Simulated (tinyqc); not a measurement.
p-n diode with diffusion and depletion-layer recombination: one step of the calculation.

Abrupt junction in the depletion approximation, low injection, full ionisation, neutral widths fixed, ohmic contact on the p side. Vj is the junction voltage; where a series resistance Rs is given, V = Vj + J Rs is the terminal voltage.

Problem. Diffusion lengths and saturation currents. ni = sqrt(Nc Nv) exp(-Eg/(2 Vt)), Eg in volts; D = mu Vt; Ln = sqrt(Dn tn), Lp = sqrt(Dp tp); J0n = q ni^2 Dn coth(wp/Ln)/(Ln Na); J0p = (q ni^2 Dp/(Lp Nd)) (s + tanh(wn/Lp))/(1 + s tanh(wn/Lp)), s = Sp Lp/Dp.

Values chosen for this exercise; band and dielectric values close to those of silicon:
```
symbol,value,unit,meaning
T,300,K,temperature
Eg,1.1,eV,band gap
Nc,2.77e19,cm^-3,conduction-band density of states at T
Nv,2.67e19,cm^-3,valence-band density of states at T
Na,1.7e16,cm^-3,acceptor density
Nd,4.4e17,cm^-3,donor density
mun,1100,cm^2/(V s),electron mobility in the p side
mup,180,cm^2/(V s),hole mobility in the n side
tn,3e-6,s,electron lifetime
tp,5e-7,s,hole lifetime
wp,0.21,um,neutral width of the p side
wn,290,um,neutral width of the n side
Sp,40000,cm/s,recombination velocity at the n contact
```

Constants: q = 1.602176634e-19 C, kB = 1.380649e-23 J/K, Vt = kB T/q. Results are converted to the units shown.

Find: ni; Ln; Lp; J0n; J0p.

Solution.

ni = 1.566e10 cm^-3
Ln = 92.36 um
Lp = 15.25 um
J0n = 3.131e-9 A/cm^2
J0p = 2.726e-13 A/cm^2

wp/Ln = 0.0023 and wn/Lp = 19; electrons carry 100 % of the diffusion current.

Numbers from tinyqc (`OMP_NUM_THREADS=1 python tinyqc.py 2260028 2260029 out.jsonl`; about 0.01 s on one thread of a shared Intel Xeon 2.30GHz).
